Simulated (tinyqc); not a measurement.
From isolated dopants to a band: overlap of hydrogenic dopants: pairs, impurity band and the Mott density.

Ry* = Ry m/eps^2, aB = a0 eps/m. For 1s orbitals a distance rho = R/aB apart, in Ry*: overlap S = exp(-rho)(1 + rho + rho^2/3), J = (2/rho)(1 - (1 + rho) exp(-2 rho)) (attraction to the other ion), Kx = 2 (1 + rho) exp(-rho) (exchange of one electron). One electron on a pair has E = -1 - (J +/- Kx)/(1 +/- S), without the repulsion 2/rho of the ions. Hopping after orthogonalisation: t = (Kx - S J)/(1 - S^2), half the splitting. Dopants on a lattice with z neighbours, n = 1/R^3 (simple cubic), give a band of width B = 2 z t, as on any lattice of two interpenetrating sublattices. Valleys, central cells and disorder are left out.

Constants: Ry = 13.60569312 eV; a0 (Bohr radius) = 0.5291772105 angstrom.

Inputs chosen for the exercise (an isotropic mass and dielectric constant of the size used for donors in Si; not measured data):
```
symbol  value  unit  meaning
m       0.318  m0    mass
eps     11.4         dielectric constant
z       6            neighbours in the dopant lattice
u       0.945  Ry*   cost of a second electron on one dopant
```

The distance R/aB is varied; density from the lattice formula.

Against distance:
```
R/aB  n (1/cm^3)  n^(1/3) aB       S  t (meV)  B (meV)    B/u
10.0    1.46e+17       0.100  0.0020   0.0199    0.238  0.008
8.0     2.86e+17       0.125  0.0102   0.1163    1.396  0.044
7.0     4.27e+17       0.143  0.0222   0.2748    3.298  0.105
6.0     6.78e+17       0.167  0.0471   0.6341    7.609  0.242
4.5     1.61e+18       0.222  0.1361   2.0948   25.138  0.799
4.0     2.29e+18       0.250  0.1893   3.0622   36.746  1.168
3.5     3.42e+18       0.286  0.2592   4.4353   53.223  1.692
3.0     5.42e+18       0.333  0.3485   6.3761   76.514  2.432
```

Give the missing row, R/aB = 5.0.

Computed row:
```
R/aB  n (1/cm^3)  n^(1/3) aB       S  t (meV)  B (meV)    B/u
5.0     1.17e+18       0.200  0.0966   1.4193   17.032  0.541
```

critical densities (1/cm^3): B = u 1.97e+18, B = (2/sqrt3) u 2.26e+18, n^(1/3) aB = 0.26 2.57e+18

From R = 10 to 5 aB the density rises eightfold and the band widens by a factor 72, since t falls about as R exp(-R/aB). B passes u at 2.0e+18/cm^3, n^(1/3) aB = 0.238; the screening rule gives a density 1.31 times that. An ordered lattice overstates the ease of conduction, as random spacing localises the tails, and below R = 4 aB (S above 0.19) nearest-neighbour hopping alone is no longer enough.

Run: tinyqc, `OMP_NUM_THREADS=1 python tinyqc.py 1482721 1482722 out.jsonl`; Intel(R) Xeon(R) Processor @ 2.30GHz, one thread, shared host; about 0.01 s of CPU time with all checks.
